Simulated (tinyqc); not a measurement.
Inputs raised by 2 %, one at a time: precursor delivery and alloy composition in metal-organic vapour-phase epitaxy. Computed by tinyqc, a small Python program. Command: `OMP_NUM_THREADS=1 python tinyqc.py 3006357 3006358 out.jsonl movpe sens`. One thread of a shared host (Intel(R) Xeon(R) Processor @ 2.30GHz), about 0.01 s of CPU time with the checks.

Carrier gas leaves each bubbler saturated. Group-III species cross a boundary layer and react at the surface; element 2 can also desorb. The film is (1)_(1-x) (2)_x V with a zinc-blende cell.

Inputs (values chosen for the exercise, close to those used for InGaP from TEGa and TMIn):

| quantity | value | unit |
|---|---|---|
| source 1: a in log10(p/torr) = a - b/T | 8.08 | - |
| source 1: b | 2162 | K |
| source 1: bath temperature | 19 | C |
| source 1: carrier flow | 5.9 | sccm |
| source 2: a | 10.52 | - |
| source 2: b | 3014 | K |
| source 2: bath temperature | 21 | C |
| source 2: carrier flow | 460 | sccm |
| bubbler pressure p_b | 760 | torr |
| group-V hydride flow | 340 | sccm |
| total flow | 10 | slm |
| reactor pressure p | 100 | torr |
| diffusivity D0 at 273.15 K and 760 torr | 0.4 | cm^2/s |
| boundary layer delta | 0.8 | cm |
| prefactor of the surface rate k_s | 6.2e+13 | cm/s |
| energy of k_s | 1.98 | eV |
| prefactor of the loss of element 2 | 4.7e+15 | layers/s |
| energy of the loss | 3.11 | eV |
| lattice constant a | 5.65 | angstrom |
| growth temperature T | 650 | C |

Constants: k_B = 1.380649e-23 J/K; k_B = 8.617333262e-05 eV/K.

Method:
- Temperatures in kelvin are T(C) + 273.15.
- Vapour pressure p_v = 10^(a - b/T); precursor flow = carrier flow x p_v/(p_b - p_v); 1 sccm = 44.615 micromol/min; V/III = hydride flow over the sum of both; gas share x_g = F2/(F1 + F2).
- Partial pressure p_i = p F_i/(44615 x total flow in slm); density n_i = p_i/(k_B T), 1 torr = 133.322 Pa; D = D0 (T/273.15)^1.75 (760/p), h = D/delta, the same for both; k_s = prefactor x exp(-energy/(k_B T)); arrival J_i = n_i/(1/h + 1/k_s); in layers per second g_i = J_i a^2/2 (two group-III sites per a^2 on (001)).
- Loss of element 2 is r x with r = prefactor x exp(-energy/(k_B T)). Then x = (g2 - r x)/(g1 + g2 - r x), or r x^2 - (g1 + g2 + r) x + g2 = 0, smaller root; growth rate G = g1/(1 - x) layers/s; one layer is a/2 thick, 1 angstrom/s = 0.36 um/h.
- Distribution coefficient = [x/(1 - x)]/[x_g/(1 - x_g)], x_g = g2/(g1 + g2).

Runs:

| input moved | from | to | solid share x | growth rate G (um/h) | distribution coefficient | V/III ratio |
|---|---|---|---|---|---|---|
| base run | - | - | 0.96799 | 6.1398 | 0.99189 | 289.01 |
| source 1: carrier flow (sccm) | 5.9 | 6.018 | 0.96737 | 6.1438 | 0.99189 | 288.83 |
| source 2: carrier flow (sccm) | 460 | 469.2 | 0.96860 | 6.2596 | 0.99204 | 283.52 |
| total flow (slm) | 10 | 10.2 | 0.96798 | 6.0185 | 0.99172 | 289.01 |
| reactor pressure p (torr) | 100 | 102 | 0.96799 | 6.1437 | 0.99189 | 289.01 |
| prefactor of the loss of element 2 (layers/s) | 4.7e+15 | 4.794e+15 | 0.96798 | 6.1388 | 0.99172 | 289.01 |

Exponents ln(y'/y) / ln(x'/x):

| input | solid share x | growth rate G | distribution coefficient | V/III ratio |
|---|---|---|---|---|
| source 1: carrier flow | -0.032 | 0.033 | 0.000 | -0.032 |
| source 2: carrier flow | 0.032 | 0.976 | 0.008 | -0.969 |
| total flow | 0.000 | -1.008 | -0.008 | 0.000 |
| reactor pressure p | 0.000 | 0.032 | 0.000 | 0.000 |
| prefactor of the loss of element 2 | 0.000 | -0.008 | -0.008 | 0.000 |

Among the inputs moved here: solid share x answers most in size to source 1: carrier flow (exponent -0.032), and about equally to source 2: carrier flow (+0.032); its exponent is below 0.0005 for total flow, reactor pressure p, prefactor of the loss of element 2. Growth rate G answers most in size to total flow (exponent -1.008), next to source 2: carrier flow (+0.976). Its exponent -1.008 in total flow: more carrier dilutes the precursors at fixed delta. Distribution coefficient answers most in size to source 2: carrier flow (exponent +0.008), and about equally to total flow (-0.008), prefactor of the loss of element 2 (-0.008); its exponent is below 0.0005 for source 1: carrier flow, reactor pressure p. V/III ratio answers most in size to source 2: carrier flow (exponent -0.969), next to source 1: carrier flow (-0.032); its exponent is below 0.0005 for total flow, reactor pressure p, prefactor of the loss of element 2.

Caution (all rows): the lattice constant is held fixed as x changes, delta does not respond to the flow, both precursors share one D and k_s, and gas-phase side reactions are left out.
